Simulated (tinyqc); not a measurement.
Changing the anneal time t: hydrogen passivation of interface dangling bonds: competing passivation and dissociation with distributed barriers. Computed by tinyqc, a small Python program. Command: `OMP_NUM_THREADS=1 python tinyqc.py 3026395 3026396 out.jsonl passiv sweep`. One thread of a shared host (Intel(R) Xeon(R) Processor @ 2.30GHz), about 0.1 s of CPU time with the checks.

P_b + H2 gives P_bH + H at the rate k_f [H2]; P_bH gives P_b + H at the rate k_d. All defects start unpassivated. E_f and E_d are Gaussian and independent.

Inputs (values chosen for the exercise, close to those used for P_b centres at the silicon-oxide interface):

| quantity | value | unit |
|---|---|---|
| defect density N0 | 3.8e+12 | 1/cm^2 |
| passivation prefactor k_f0 | 4.2e-07 | cm^3/s |
| mean passivation barrier E_f | 1.53 | eV |
| spread sigma_f | 0.063 | eV |
| dissociation prefactor k_d0 | 2.6e+13 | 1/s |
| mean dissociation barrier E_d | 2.85 | eV |
| spread sigma_d | 0.065 | eV |
| H2 in the oxide per atm, solubility factor | 1.2e+18 | 1/(cm^3 atm) |
| hydrogen pressure p | 1 | atm |
| anneal temperature T | 675 | C |
| oxide thickness | 16 | nm |

Constants: k_B = 8.617333262e-05 eV/K; e = 1.602176634e-19 C; eps_0 = 8.8541878128e-12 F/m.

Method:
- [H2] = solubility factor x p; a = k_f0 [H2] exp(-E_f/(k_B T)), d = k_d0 exp(-E_d/(k_B T)). For one pair of barriers the active share is y = [d + a exp(-(a + d) t)]/(a + d).
- Temperatures in kelvin are T(C) + 273.15.
- Average y over both Gaussians with 40 x 40 Gauss-Hermite points.
- Active density N0 y; threshold shift if each active defect holds one charge, e N0 y t_ox/(3.9 eps_0).
- Minimise the averaged y over T between 150 and 900 C: find where ln y is equal at T - 0.05 and T + 0.05 C; T is rounded to 0.1 C.

One run for each value:

| anneal time t (s) | active share y | active share, single barriers | best temperature (C) | least active share |
|---|---|---|---|---|
| 1.00e+00 | 9.1782e-06 | 4.9686e-06 | 556.4 | 1.2441e-06 |
| 1.00e+01 | 9.1782e-06 | 4.9686e-06 | 494.8 | 3.2274e-07 |
| 1.00e+02 | 9.1782e-06 | 4.9686e-06 | 442.1 | 8.5698e-08 |
| 1.00e+03 | 9.1782e-06 | 4.9686e-06 | 396.6 | 2.3262e-08 |
| 1.00e+04 | 9.1782e-06 | 4.9686e-06 | 356.8 | 6.4508e-09 |
| 1.00e+05 | 9.1782e-06 | 4.9686e-06 | 321.8 | 1.8243e-09 |
| 1.00e+06 | 9.1782e-06 | 4.9686e-06 | 290.7 | 5.2645e-10 |

Over the rows, active share y does not change; active share, single barriers does not change; best temperature (C) falls from 556 to 291 (exponent d ln y / d ln x -0.051 between the first rows and -0.044 between the last). The exponent of active share y stays at 0: the steady balance is reached. Longer anneals allow a colder optimum with a lower floor.

Caution (all rows): single-barrier shares below about 1e-3 are formal; measured passivation levels off well above them. Caution (all rows): densities below a few 1e9 per cm^2 are formal: other defects set the floor in real interfaces. Caution (all rows): a least active share below 1e-3 is a property of the model; measured passivation levels off well above it. Caution (all rows): atomic hydrogen, which both passivates and depassivates, and further passivation during cooling are left out.

Extremes, crossings and ranges named in words are read from the listed rows.
